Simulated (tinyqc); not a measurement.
Telling the models apart: thermal, flicker and telegraph noise of a field-effect transistor. Computed by tinyqc, a small Python program. Command: `OMP_NUM_THREADS=1 python tinyqc.py 3004453 3004454 out.jsonl noise walk`. One thread of a shared host (Intel(R) Xeon(R) Processor @ 2.30GHz), about 0.01 s of CPU time with the checks.

Strong inversion, threshold roll-off and channel-length modulation left out; noise sources are uncorrelated and are given as one-sided spectral densities.

Inputs (values chosen for the exercise, modelled on a high-k silicon transistor):

| quantity | value | unit |
|---|---|---|
| width W | 500 | micrometre |
| length L | 2600 | nm |
| electrical oxide thickness t | 2.1 | nm |
| mobility mu | 300 | cm^2/(V s) |
| saturation velocity v_s | 0.82 | 1e7 cm/s |
| oxide trap density N_t | 1.4e+16 | 1/(eV cm^3) |
| oxide barrier phi | 2.5 | eV |
| oxide mass m_ox | 0.25 | m_0 |
| frequency f | 3000 | Hz |
| temperature T | 300 | K |

Operating region: saturation. Flicker model: number fluctuation.

Constants: eps_0 = 8.8541878128e-12 F/m; hbar = 1.054571817e-34 J s; m_0 = 9.1093837015e-31 kg; e = 1.602176634e-19 C; k_B = 8.617333262e-05 eV/K.

Method. C_ox = 3.9 eps_0/t; V_c = 2 v_s L/mu; I = W C_ox v_s V_ov^2/(V_ov + V_c); g_m = W C_ox v_s V_ov (V_ov + 2 V_c)/(V_ov + V_c)^2; g_d0 = mu C_ox (W/L) V_ov. Tunnelling length lambda = hbar/(2 sqrt(2 m_ox phi)); flat-band noise S_Vfb = e^2 k_B T lambda N_t/(W L C_ox^2 f). S_I = g_m^2 S_Vfb.

Against the overdrive:

| V_ov (V) | I (microampere) | (g_m/I)^2 (1/V^2) | S_I/I^2 (1/Hz) | S_I/g_m^2 (V^2/Hz) |
|---|---|---|---|---|
| 0.20 | 1871 | 98.617 | 1.0726e-16 | 1.0876e-18 |
| 0.25 | 2913 | 62.899 | 6.8410e-17 | 1.0876e-18 |
| 0.32 | 4750 | 38.207 | 4.1555e-17 | 1.0876e-18 |
| 0.40 | 7382 | 24.320 | 2.6452e-17 | 1.0876e-18 |
| 0.50 | 11455 | 15.461 | 1.6816e-17 | 1.0876e-18 |
| 0.63 | 18027 | 9.655 | 1.0501e-17 | 1.0876e-18 |
| 0.80 | 28740 | 5.921 | 6.4403e-18 | 1.0876e-18 |
| 1.00 | 44315 | 3.741 | 4.0693e-18 | 1.0876e-18 |

What follows from these numbers?

S_I/I^2 falls as V_ov^-2.02 at first and V_ov^-2.06 at the end; (g_m/I)^2 as V_ov^-2.02 and V_ov^-2.06. The two run parallel and the input-referred noise is flat: the mark of pure number fluctuation.
